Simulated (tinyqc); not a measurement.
What each parameter does: model-solid line-up of a strained alloy layer on a substrate.

All values of the alloy are linear in x but the gap, Eg(x) = (1 - x) Eg_A + x Eg_B - C x (1 - x), and the valence edge, Ev(x) = (1 - x) Ev_A + x Ev_B + fv C x (1 - x); Ec = Ev + Eg. Ev is the top of the unstrained valence band on a scale common to all materials. In the layer only the Gamma valley of the conduction band is followed, also where an X or L valley would lie lower.

Coherent growth on a (111) face: e_par = (a_s - a)/a, e_perp = -(2 C11 + 4 C12 - 4 C44)/(C11 + 2 C12 + 4 C44) e_par; exx = eyy = ezz = (2 e_par + e_perp)/3 and exy = eyz = ezx = (e_perp - e_par)/3.

Strained edges: Ec + ac tr(e); the valence edges are Ev plus the levels of the 6 x 6 matrix of X, Y, Z times spin with -Dso/3 + l exx + m (eyy + ezz) on the diagonal (cyclic), n exy off it, l = av + 2 b, m = av - b, n = sqrt(3) d. Spin-orbit term (Dso/3) L.sigma on X, Y, Z with (L_k)_ij = -i epsilon_kij: <X+|H|Y+> = -i Dso/3, <X+|H|Z-> = Dso/3, <Y+|H|Z-> = -i Dso/3, <Z+|H|X-> = -Dso/3, <Z+|H|Y-> = i Dso/3, <X-|H|Y-> = i Dso/3, and their conjugates; + and - are the spin along z.

dEc = Ec(substrate) - Ec(layer), dEv = Ev(layer) - Ev(substrate); positive values confine the carrier in the layer. Type I: both of one sign; type II: opposite signs; type III: the gaps do not overlap.

Values chosen for the exercise (A near InAs, B near InSb, substrate near GaSb; shifted at random, so the results belong to these values and not to a real crystal): a = (6.057, 6.484) angstrom (lattice constant of A, B); Eg = (0.418, 0.237) eV (gap at Gamma to the s-like level of A, B); Dso = (0.384, 0.806) eV (spin-orbit splitting of A, B); Ev = (-0.6, 0) eV (top of the unstrained valence band of A, B); ac = (-5.14, -7.01) eV (conduction deformation potential of A, B); av = (1.01, 0.35) eV (valence hydrostatic potential of A, B); b = (-1.77, -2.03) eV (tetragonal shear potential of A, B); d = (-3.61, -4.64) eV (trigonal shear potential of A, B); C11 = (82.7, 69.4) GPa (of A, B); C12 = (45.6, 37.2) GPa (of A, B); C44 = (39.8, 31.5) GPa (of A, B); C = 0.77 eV (bowing of the gap); fv = 0.7 (share of the bowing taken by the valence edge); a_s = 6.101 angstrom (substrate); Eg_s = 0.804 eV (lowest gap of the substrate); Ev_s = -0.03 eV (substrate valence edge); face = 111 (growth face); x = 0.06 (fraction of B).

Strained gap, valence splitting and offsets.

Results for these values:
```
case  gap (eV)  splitting (meV)  dEc (eV)  dEv (eV)
base    0.3263             20.6    0.9666   -0.4889
```

What happens to each result for Ev_s = 0.02 eV, all else kept?

Answer: gap does not change at the printed digits; splitting does not change at the printed digits; dEc rises from 0.9666 to 1.0166; dEv falls from -0.4889 to -0.5389.

The same for each parameter in turn:
```
case                     gap (eV)  splitting (meV)  dEc (eV)  dEv (eV)
base                       0.3263             20.6    0.9666   -0.4889
x = 0.04                   0.3262             30.3    0.9812   -0.5034
a_s = 6.121 angstrom       0.2845             44.0    0.9914   -0.4718
C = 0.87 eV                0.3206             20.6    0.9683   -0.4849
fv = 0.9                   0.3263             20.6    0.9579   -0.4802
Ev_s = 0.02 eV             0.3263             20.6    1.0166   -0.5389
b = (-2.035, -2.334) eV    0.3263             20.6    0.9666   -0.4889
d = (-4.151, -5.336) eV    0.3246             23.7    0.9666   -0.4872
Dso = (0.442, 0.927) eV    0.3263             20.5    0.9666   -0.4889
```

Run: tinyqc, `OMP_NUM_THREADS=1 python tinyqc.py 1050845 1050846 out.jsonl`; Intel(R) Xeon(R) Processor @ 2.30GHz, one thread, shared host; about 0.01 s of CPU time with all checks.
